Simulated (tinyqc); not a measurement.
Collinear exchange A + BC -> AB + C on a London-Eyring-Polanyi-Sato surface: saddle, string of images and rate: one step, computed by the program tinyqc.

x = r(AB), y = r(BC), r(AC) = x + y. V is counted from separated atoms, the barrier from A + BC, that is V + D(BC).

Question. One point of the surface. For each pair, with u = exp(-beta (r - r0)): Q = D [(3 + S) u^2 - (2 + 6 S) u]/(4 (1 + S)), J = D [(1 + 3 S) u^2 - (6 + 2 S) u]/(4 (1 + S)); V = Q1 + Q2 + Q3 - sqrt(((J1 - J2)^2 + (J2 - J3)^2 + (J3 - J1)^2)/2). Take x = r0(AB) + 0.3 and y = r0(BC) + 0.1 angstrom.

Inputs (values chosen for the exercise, for a model exchange): D(AB) = 4.11 eV; r0(AB) = 1.27 angstrom; beta(AB) = 1.68 1/angstrom; D(BC) = 3.7 eV; r0(BC) = 0.945 angstrom; beta(BC) = 1.88 1/angstrom; D(AC) = 3.19 eV; r0(AC) = 0.977 angstrom; beta(AC) = 1.63 1/angstrom; Sato parameter S = 0.059.

Give: the table «Pair terms» with the columns u, Q (eV), J (eV), for pair = AB, BC, AC; V.

Answer.

Pair terms:
```
pair       u   Q (eV)  J (eV)
AB    0.6041  -0.2966  -3.169
BC    0.8286   0.1308  -3.722
AC    0.0693  -0.1117  -0.315
```

V = -3.445 eV
